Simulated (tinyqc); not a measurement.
# All-pass ring resonator: several studies

A ring of length L = 2 pi Rr coupled to one bus waveguide: round-trip amplitude a = 10^(-al L/20), self-coupling t = sqrt(1 - k2). At detuning d from the resonance the round-trip phase is p = 2 pi d/FSR and the transmission T = (a^2 - 2 a t cos p + t^2)/(1 - 2 a t cos p + a^2 t^2). Lossless coupler, linear absorption only.

Parameters, values chosen for the exercise; values close to those of silicon waveguides: cold resonance wavelength lam = 1550 nm; ring radius Rr = 15 um; group index ng = 4.37; propagation loss al = 10 dB/cm; power coupling k2 = 0.059; thermo-optic change of the effective index dT = 0.00019 1/K; thermal resistance Rt = 4 K/mW; share of the loss that heats the ring fa = 0.3; input power Pin = 0.18 mW.

Constants: c = 299792458 m/s. Results are converted to the units shown.

Each table varies one quantity; the others keep the values above.

## Effect of the ring radius

FSR = lam^2/(ng L), finesse F = pi sqrt(a t)/(1 - a t), FWHM = FSR/F, Q = lam/FWHM, Tmin = (a - t)^2/(1 - a t)^2, power build-up k2 a^2/(1 - a t)^2, optical bandwidth c/(lam Q).

The same in every row: t = 0.97005.

Results:
```
Rr (um)        a       Q      Tmin  build-up  bandwidth (GHz)
5        0.99639  8178.2   0.61995    52.348           23.650
13       0.99064   18172   0.27829    38.013           10.644
21       0.98492   25629   0.11133    28.808           7.5468
34       0.97571   34398  0.011160    19.612           5.6228
56       0.96030   43938  0.020289    11.609           4.4020
90       0.93697   52421   0.13189    6.2424           3.6896
```

Estimate the missing row, Rr = 8.1 um.

Computed row:
```
Rr (um)        a      Q     Tmin  build-up  bandwidth (GHz)
8.1      0.99416  12429  0.45812    45.970           15.561
```

With this row back in the table: As Rr goes from 5 to 90 um, Q rises from 8180 to 52400, Tmin goes from 0.620 through a minimum of 0.0112 (at Rr = 34 um among the rows listed) to 0.132 and the build-up falls from 52.3 to 6.24. The ring is overcoupled (t < a) in 5 of the 7 rows; the dip is deepest where t and a cross. Bend loss, which grows for small rings, is left out.

## Effect of the propagation loss

Same model as above.

The same in every row: t = 0.9701.

Result of one run:
```
al (dB/cm)       a        Q    Tmin  build-up  bandwidth (GHz)
4.1         0.9956  2.395e4  0.5546     49.84            8.076
```

What becomes of these results when the propagation loss al is changed from 4.1 to 7.4 dB/cm, all else the same?

Result of the changed run:
```
al (dB/cm)       a        Q    Tmin  build-up  bandwidth (GHz)
7.4         0.9920  2.172e4  0.3389     40.84            8.906
```

The whole series:
```
al (dB/cm)       a        Q      Tmin  build-up  bandwidth (GHz)
1.2         0.9987  2.633e4    0.8425     60.41            7.347
2.3         0.9975  2.537e4    0.7196     56.04            7.624
4.1         0.9956  2.395e4    0.5546     49.84            8.076
7.4         0.9920  2.172e4    0.3389     40.84            8.906
13          0.9860  1.875e4    0.1341     30.26            10.31
24          0.9743  1.479e4  0.005977     18.59            13.08
44          0.9534  1.068e4   0.04919     9.490            18.11
80          0.9169     7118    0.2313     4.054            27.17
```

As al goes from 1.2 to 80 dB/cm, Q falls from 26300 to 7120, Tmin goes from 0.842 through a minimum of 0.00598 (at al = 24 dB/cm among the rows listed) to 0.231 and the build-up falls from 60.4 to 4.05. The ring is overcoupled (t < a) in 6 of the 8 rows; the dip is deepest where t and a cross.

## Line shape, cold and heated

FSR = lam^2/(ng L). The lost power (1 - T) Pin heats the ring by Rt fa (1 - T) Pin and shifts the resonance to longer wavelength by s = (lam dT/ng) times that rise; d = dl - s. The hot columns give T for the smallest and the largest self-consistent shift.

Results:
```
dl (pm)  T, cold  roots  smallest s (pm)  T there  largest s (pm)  T there
-110     0.91606      1           1.1985  0.91767          1.1985   0.91767
-61      0.78067      1           2.9790  0.79535          2.9790   0.79535
-31      0.53148      1           5.8605  0.59740          5.8605   0.59740
0        0.22464      1           10.498  0.27881          10.498   0.27881
23       0.43010      1           10.144  0.30314          10.144   0.30314
46       0.68247      1           5.3022  0.63575          5.3022   0.63575
100      0.90071      1           1.4834  0.89809          1.4834   0.89809
140      0.94590      1          0.79584  0.94533         0.79584   0.94533
190      0.96961      1          0.44429  0.96948         0.44429   0.96948
```

Estimate the missing row, dl = 69 pm.

Computed row:
```
dl (pm)  T, cold  roots  smallest s (pm)  T there  largest s (pm)  T there
69       0.81727      1           2.8341  0.80531          2.8341   0.80531
```

With this row back in the table: The cold line has FWHM = 76.6 pm and its dip at dl = 0; heated, the deepest listed dip lies at dl = 0 pm, and the largest possible shift is 11.3 pm, 0.15 FWHM. No listed row is bistable.

Numbers from tinyqc (`OMP_NUM_THREADS=1 python tinyqc.py 2650026 2650027 out.jsonl`; about 0.01 s on one thread of a shared Intel Xeon 2.30GHz).
